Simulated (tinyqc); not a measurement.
From remote-charge mobility back to distance d of the charges from the interface: low-temperature mobility of a two-dimensional electron gas with static screening. Computed by tinyqc, a small Python program. Command: `OMP_NUM_THREADS=1 python tinyqc.py 3023575 3023576 out.jsonl twodeg inv`. One thread of a shared host (Intel(R) Xeon(R) Processor @ 2.30GHz), about 0.03 s of CPU time with the checks.

One subband is filled, the gas is degenerate and scatters at the Fermi circle; one permittivity serves on both sides of the interface. All formulas are in SI units, masses times m_0. Piezoelectric and polar phonons are left out, and n_s is taken as set by a gate, independent of N_i.

Inputs (values chosen for the exercise, modelled on an InAs channel):
```
quantity                     value    unit
in-plane mass m             0.0294     m_0
mass across the layer m_z   0.0292     m_0
permittivity eps              14.8       -
valley degeneracy g_v            1       -
sheet density n_s          6.2e+12  1/cm^2
depletion charge N_d       3.4e+10  1/cm^2
roughness height Delta        0.38      nm
correlation length Lambda        4      nm
remote charge density N_i  3.4e+11  1/cm^2
```

Wave function: Fang-Howard. Roughness spectrum: exponential.

Constants: m_0 = 9.1093837015e-31 kg; e = 1.602176634e-19 C; eps_0 = 8.8541878128e-12 F/m; hbar = 1.054571817e-34 J s.

Method:
- k_F = sqrt(2 pi n_s/g_v); E_F = hbar^2 k_F^2/(2 m); q_TF = g_v m e^2/(2 pi eps eps_0 hbar^2); Fang-Howard parameter b = [12 m_z e^2 (N_d + 11 n_s/32)/(eps eps_0 hbar^2)]^(1/3), mean depth 3/b; effective field F = e (N_d + n_s/2)/(eps eps_0).
- Form factors with u = q/b: screening G(q) = [1 + 9u/8 + 3u^2/8]/(1 + u)^3, remote charge P(q) = exp(-q d)/(1 + u)^3. Dielectric function eps(q) = 1 + q_TF G(q)/q, with q = 2 k_F sin(theta/2).
- Remote charges: <|U|^2> = N_i [e^2 P(q)/(2 eps eps_0 q)]^2.
- 1/tau_t = (m/(pi hbar^3)) int_0^pi (1 - cos theta) <|U|^2>/eps(q)^2 dtheta; the quantum rate 1/tau_q drops the factor (1 - cos theta); 200 Gauss-Legendre points in s with theta = pi s^2, s from 0 to 1; mu = e tau_t/m.

Question. A run gave the result below. Find the distance d of the charges from the interface, known to lie between 11 and 20 nm.

remote-charge mobility = 5.126836e+07 cm^2/(V s)

Answer.

Each step takes the trial c = (a f_b - b f_a)/(f_b - f_a), f being the result less the target and a, b, c the logarithms of the listed values; c replaces end b, the old b replaces a if the sign of f changed, and otherwise f_a is halved.

Scan of the range:
```
distance d of the charges from the interface (nm)  remote-charge mobility (cm^2/(V s))
11.0                                                                       3.84249e+07
12.2                                                                       4.50529e+07
13.4                                                                       5.23424e+07
14.8                                                                       6.17215e+07
16.4                                                                       7.36503e+07
18.1                                                                       8.78119e+07
20.0                                                                       1.05552e+08
```

False position (Illinois rule, in the logarithm of the input) inside the bracket:
```
step    end a    end b    trial  remote-charge mobility (cm^2/(V s))
1     12.2000  13.4000  13.2160                          5.11808e+07
2     13.4000  13.2160  13.2298                          5.12672e+07
3     13.4000  13.2298  13.2302                          5.12694e+07
4     13.2298  13.2302  13.2300                          5.12684e+07
```

Remote-charge mobility rises at every point of a 13-point scan of the range (every second point is shown), so one value fits; it is bracketed by 12.2 and 13.4. Answer: distance d of the charges from the interface = 13.23 nm.

Caution: E_F exceeds 100 meV in a band of small mass, where non-parabolicity and upper valleys, left out here, matter. Caution: E_F exceeds 1.1 (hbar^2 e^2 F^2/2 m_z)^(1/3), of the order of the first subband spacing (1.75 times that in a triangular well, less with self-consistent band bending), so a second subband may fill.
